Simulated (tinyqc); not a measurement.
## Threshold of a short bulk MOSFET: charge sharing, barrier lowering, narrow width: threshold roll-off against channel length

n-channel device on a p-type body, depletion approximation, full ionisation. Uniform doping N = Na. Vbi from Boltzmann statistics is rough for the degenerate source. Cox = eps0 eox/tox.

ni = sqrt(Nc Nv) exp(-Eg/(2 Vt)), Eg in volts; 2 pB = 2 Vt ln(N/ni); flat band Vfb - Vt ln(N/Na); Wd = sqrt(2 eps0 eps_r (2 pB - Vbs)/(q N)); body term q N Wd/Cox; long-channel VT0 = flat band + 2 pB + body term; Vbi = Vt ln(N Nsd/ni^2); scale length l = sqrt((eps_r/eox) tox Wd). Charge sharing (trapezoid; it ignores Vds): F = (xj/L)(sqrt(1 + 2 Wd/xj) - 1), lowering = body term times F. Barrier lowering: th = exp(-L/(2 l)) + 2 exp(-L/l), lowering = th [2 (Vbi - 2 pB) + Vds], DIBL = th. Narrow width: rise = body term times xw Wd/W. VT by each model = VT0 - lowering + rise. DIBL under 0.001 mV/V is printed as 0.

Values chosen for this exercise; band and dielectric values close to those of silicon:
- T = 300 K (temperature)
- Eg = 1.12 eV (band gap)
- eps_r = 11.9 (relative permittivity)
- Nc = 2.79e19 cm^-3 (conduction-band density of states at T)
- Nv = 2.61e19 cm^-3 (valence-band density of states at T)
- eox = 3.9 (relative permittivity of the gate insulator (close to silicon dioxide))
- tox = 5.6 nm (insulator thickness)
- Na = 5.8e17 cm^-3 (channel doping)
- Nsd = 1e20 cm^-3 (source and drain doping)
- Vfb = -0.85 V (flat-band voltage for the doping Na)
- xj = 85 nm (junction depth)
- Vbs = -1 V (body-source voltage)
- Vds = 0.5 V (drain-source voltage)
- W = 1800 nm (gate width)
- xw = 0 (shape factor of the fringing depletion at the width edges)

Constants: q = 1.602176634e-19 C, kB = 1.380649e-23 J/K, Vt = kB T/q, eps0 = 8.8541878128e-14 F/cm where lengths are in cm. Results are converted to the units shown.

The same in every row: N (cm^-3) = 5.800e17; VT0 (V) = 1.066.

Threshold roll-off against channel length:
```
L (nm)	L/l	F	DIBL (mV/V)	VT, charge sharing (V)	VT, barrier lowering (V)
110	3.275	0.4620	270.0	0.6067	0.8593
150	4.466	0.3388	130.2	0.7292	0.9665
220	6.551	0.2310	40.66	0.8364	1.035
320	9.528	0.1588	8.676	0.9082	1.060
460	13.70	0.1105	1.063	0.9563	1.065
670	19.95	0.07585	0.04656	0.9908	1.066
970	28.88	0.05239	0	1.014	1.066
1400	41.69	0.03630	0	1.030	1.066
2000	59.55	0.02541	0	1.041	1.066
```

VT by barrier lowering rises from 0.859 to 1.07 V and VT by charge sharing rises from 0.607 to 1.04 V. DIBL is under 100 mV/V from L = 220 nm on among the rows (th = 0.1 at L/l = 4.92). For L = 110 DIBL exceeds 250 mV/V, where the barrier formula is rough.

tinyqc, about 0.01 s, one thread, Intel Xeon 2.30GHz (shared host): `OMP_NUM_THREADS=1 python tinyqc.py 2002097 2002098 out.jsonl`
